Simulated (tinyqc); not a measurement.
p-n diode with diffusion and depletion-layer recombination: effect of the donor density.

Abrupt junction in the depletion approximation, low injection, full ionisation, neutral widths fixed, ohmic contact on the p side. Vj is the junction voltage; where a series resistance Rs is given, V = Vj + J Rs is the terminal voltage.

ni = sqrt(Nc Nv) exp(-Eg/(2 Vt)), Eg in volts; D = mu Vt; Ln = sqrt(Dn tn), Lp = sqrt(Dp tp); J0n = q ni^2 Dn coth(wp/Ln)/(Ln Na); J0p = (q ni^2 Dp/(Lp Nd)) (s + tanh(wn/Lp))/(1 + s tanh(wn/Lp)), s = Sp Lp/Dp. J_diff = (J0n + J0p)(exp(Vj/Vt) - 1). Vbi = Vt ln(Na Nd/ni^2), W = sqrt(2 eps0 eps_r (Vbi - Vj)(1/Na + 1/Nd)/q), xp = W Nd/(Na + Nd), xn = W Na/(Na + Nd); u(x) = q Na (x + xp)^2/(2 eps0 eps_r) for x < 0 and Vbi - Vj - q Nd (xn - x)^2/(2 eps0 eps_r) for x > 0; p = Na exp(-u/Vt), n = Nd exp((u - Vbi + Vj)/Vt); U = ni^2 (exp(Vj/Vt) - 1)/(tp (n + ni exp(Et/Vt)) + tn (p + ni exp(-Et/Vt))); J_scr = q times the integral of U from -xp to xn. J = J_diff + J_scr.

Values chosen for this exercise; band and dielectric values close to those of gallium nitride:
- T = 293 K (temperature)
- Eg = 3.4 eV (band gap)
- eps_r = 9.62 (relative permittivity)
- Nc = 2.22e18 cm^-3 (conduction-band density of states at T)
- Nv = 4.53e19 cm^-3 (valence-band density of states at T)
- Na = 1.4e17 cm^-3 (acceptor density)
- mun = 390 cm^2/(V s) (electron mobility in the p side)
- mup = 19 cm^2/(V s) (hole mobility in the n side)
- tn = 2e-8 s (electron lifetime)
- tp = 1e-7 s (hole lifetime)
- wp = 13 um (neutral width of the p side)
- wn = 6.4 um (neutral width of the n side)
- Sp = 1e7 cm/s (recombination velocity at the n contact)
- Et = 0 eV (trap level above the intrinsic level)
- Vj = 1.8 V (junction voltage at which recombination is evaluated)

Constants: q = 1.602176634e-19 C, kB = 1.380649e-23 J/K, Vt = kB T/q, eps0 = 8.8541878128e-14 F/cm where lengths are in cm. Results are converted to the units shown.

The same in every row: J0n (A/cm^2) = 8.464e-53; J_scr/J (%) = 100.0; wn/Lp = 2.922.

Effect of the donor density:

| Nd (cm^-3) | J0p (A/cm^2) | J_diff (A/cm^2) | J_scr (A/cm^2) |
|---|---|---|---|
| 1e15 | 1.170e-51 | 1.147e-20 | 1.666e-12 |
| 2.8e15 | 4.178e-52 | 4.594e-21 | 9.744e-13 |
| 7.6e15 | 1.539e-52 | 2.181e-21 | 5.796e-13 |
| 2.1e16 | 5.570e-53 | 1.283e-21 | 3.418e-13 |
| 5.8e16 | 2.017e-53 | 9.583e-22 | 2.018e-13 |
| 1.6e17 | 7.311e-54 | 8.407e-22 | 1.319e-13 |
| 4.4e17 | 2.659e-54 | 7.982e-22 | 1.317e-13 |

Read the table: what changes, and by how much?

As Nd goes from 1e15 to 4.4e17, J0p falls from 1.17e-51 to 2.66e-54 A/cm^2, J_scr falls from 1.67e-12 to 1.32e-13 A/cm^2 and its share stays near 100 %. J0p goes as Nd^(-1.00) at the start and Nd^(-1.00) at the end.

tinyqc, about 0.01 s, one thread, Intel Xeon 2.30GHz (shared host): `OMP_NUM_THREADS=1 python tinyqc.py 2260121 2260122 out.jsonl`
